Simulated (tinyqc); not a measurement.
# Worked calculation: thermionic-field emission through a Schottky barrier, WKB

Computed by the program tinyqc: `OMP_NUM_THREADS=1 python tinyqc.py 2640122 2640123 out.jsonl`, one thread of a shared Intel Xeon 2.30GHz, about 0.05 s for the whole run. Printed values are rounded.

Metal on an n-type semiconductor with one parabolic valley; V > 0 is forward bias (metal positive). Energies E are counted from the conduction edge of the neutral semiconductor, whose Fermi level lies at -xi; that of the metal lies at -xi - V. The barrier is a parabola of height Vd = phi - xi - V (depletion approximation, no image force).

Parameters, values chosen for the exercise; band and dielectric values close to those of gallium nitride:

| symbol | value | unit | meaning |
|---|---|---|---|
| T | 350 | K | temperature |
| me | 0.201 | m0 | electron mass |
| eps_r | 9.34 |  | relative permittivity |
| phi | 1.02 | eV | barrier height seen from the metal |
| Nd | 1.8e19 | cm^-3 | donor density |
| V | 0.19 | V | bias |
| nE | 13 |  | points of the energy grid |
| Eb | 0.56 | eV | upper end of the energy grid |

Constants: q = 1.602176634e-19 C, kB = 1.380649e-23 J/K, hbar = 1.054571817e-34 J s, h = 6.62607015e-34 J s, m0 = 9.1093837015e-31 kg, Vt = kB T/q, eps0 = 8.8541878128e-14 F/cm where lengths are in cm. Results are converted to the units shown.

Range of the model: The depletion approximation, a parabolic band and the neglect of image-force lowering make these currents estimates at high doping.

## Fermi level, barrier and E00

Nc = 2 (2 pi me m0 kB T/h^2)^1.5 (times 1e-6 for cm^-3); Nd = Nc F12(-xi/Vt), F12(x) = (2/sqrt(pi)) int_0^infinity sqrt(u)/(1 + exp(u - x)) du; E00 = (hbar/2) sqrt(Nd/(me m0 eps0 eps_r)) in SI units (volts). W = sqrt(2 eps0 eps_r Vd/(q Nd)).

Nc = 2.84962e18 cm^-3
xi = -0.117936 eV
Vd = 0.947936 V
W = 7.37328 nm
E00 = 57.4900 meV
E00/Vt = 1.90612

By a common rule of thumb, E00/Vt below 0.5 marks thermionic emission, 0.5 to 5 thermionic-field emission and above 5 field emission. By that rule alone: thermionic-field emission; with a high barrier, tunnelling near its top can carry most of the current even below 0.5.

## Current density on a coarse grid

For E < Vd, ln T(E) = -(Vd/E00) [sqrt(1 - y) - y ln((1 + sqrt(1 - y))/sqrt(y))], y = E/Vd; T(E) = 1 above. J = A* T (q/kB) int_0^infinity T(E) N(E) dE, N = ln[(1 + exp((-xi - E)/Vt))/(1 + exp((-xi - V - E)/Vt))], A* = 4 pi q me m0 kB^2/h^3 (times 1e-4 for A/(cm^2 K^2)). Simpson's rule on nE equally spaced points from 0 to Eb.

| point | E (eV) | T(E) | N | T(E) N |
|---|---|---|---|---|
| 0 | 0.000000 | 6.90305e-8 | 3.84237 | 2.65240e-7 |
| 1 | 0.046667 | 6.14115e-7 | 2.43363 | 1.49453e-6 |
| 2 | 0.093333 | 3.08031e-6 | 1.17783 | 3.62808e-6 |
| 3 | 0.140000 | 1.23600e-5 | 0.391943 | 4.84443e-6 |
| 4 | 0.186667 | 4.27229e-5 | 0.0973059 | 4.15719e-6 |
| 5 | 0.233333 | 1.31721e-4 | 0.0215205 | 2.83471e-6 |
| 6 | 0.280000 | 3.69663e-4 | 0.00461928 | 1.70758e-6 |
| 7 | 0.326667 | 9.56796e-4 | 9.84909e-4 | 9.42357e-7 |
| 8 | 0.373333 | 0.00230483 | 2.09698e-4 | 4.83318e-7 |
| 9 | 0.420000 | 0.00520110 | 4.46334e-5 | 2.32143e-7 |
| 10 | 0.466667 | 0.0110475 | 9.49943e-6 | 1.04945e-7 |
| 11 | 0.513333 | 0.0221645 | 2.02176e-6 | 4.48111e-8 |
| 12 | 0.560000 | 0.0421071 | 4.30287e-7 | 1.81181e-8 |

J = 94.6453 A/cm^2

The integrand peaks at E = 0.140 eV among these points, 0.15 of the barrier height. A converged quadrature gives 94.76 A/cm^2 (this grid is 0.12 % below that), of which 3.5e-6 % passes over the barrier.
